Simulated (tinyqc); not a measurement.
Strain-driven roughening and islands of a mismatched epitaxial film: one step, computed by the program tinyqc. Command: `OMP_NUM_THREADS=1 python tinyqc.py 3005922 3005923 out.jsonl island walk`. One thread of a shared host (Intel(R) Xeon(R) Processor @ 2.30GHz), about 0.01 s of CPU time with the checks.

Film and substrate share isotropic elastic constants; the film is coherent and biaxially strained.

Question. A ripple of given wavelength. A ripple A cos(k x) has the surface chemical potential per volume [gamma k^2 - 2 (1 + nu) w k] A cos(k x), so k_c = 2 (1 + nu) w/gamma. With surface diffusion the amplitude grows at the rate q = B k^2 [2 (1 + nu) w k - gamma k^2], fastest at k_m = (3/4) k_c. B is the surface mobility. Stress at the trough = stress x (1 + 2 k A).

Inputs (values chosen for the exercise, modelled on InAs on InP):
```
quantity                                     value       unit
Poisson ratio nu                              0.32          -
surface energy gamma                         0.671      J/m^2
surface mobility D_s nu_s Omega^2/(k_B T)  1.2e-34  m^6/(J s)
initial ripple amplitude A0                   0.26         nm
ripple wavelength over the critical one        3.4          -
```

Transport: surface diffusion.

k_c = 0.4894934 1/nm

energy density w = 124.4129 MJ/m^3

growth time 1/q at k_m = 2.051091 s

Give: k; rate q; q over the largest rate; stress concentration at A0.

Answer.

k = 0.1440 1/nm

rate q = 0.08302 1/s

q over the largest rate = 0.1703

stress concentration at A0 = 1.075

The ripple grows.
